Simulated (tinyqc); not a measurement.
Minority-electron transport through the base of a bipolar transistor (Moll-Ross and Kroemer integrals): one step, computed by the program tinyqc. Command: `OMP_NUM_THREADS=1 python tinyqc.py 3003623 3003624 out.jsonl base walk`. One thread of a shared host (Intel(R) Xeon(R) Processor @ 2.30GHz), about 0.01 s of CPU time with the checks.

Low injection, one dimension, x from the emitter edge (0) to the collector edge (W), s = x/W. Recombination is treated as a small correction (valid for tau_B well below tau_n), computed from the stored charge.

Question. Gain and speed. Emitter-limited gain beta_E = G_E/G_B; recombination-limited gain beta_R = tau_n/tau_B; 1/beta = 1/beta_E + 1/beta_R; f_T from the base alone = 1/(2 pi tau_B).

Inputs (values chosen for the exercise, modelled on silicon): electron lifetime tau_n = 0.26 ns; emitter Gummel number G_E = 2.4e+13 s/cm^4; temperature T = 300 K.

Base doping profile: Gaussian. Gap grading: none. Exit of the base: saturation velocity.

base Gummel number G_B = 5.910595e+13 s/cm^4

base transit time tau_B = 21.34516 ps

Give: beta_E; beta_R; current gain beta; f_T from the base alone.

Answer.

beta_E = 0.4061

beta_R = 12.18

current gain beta = 0.3930

f_T from the base alone = 7.456 GHz

The gain is limited mainly by hole injection into the emitter (97 % of the base current). Caution: a current gain below 1 is far from a working transistor: the base is too heavily doped or too wide for this emitter and lifetime.
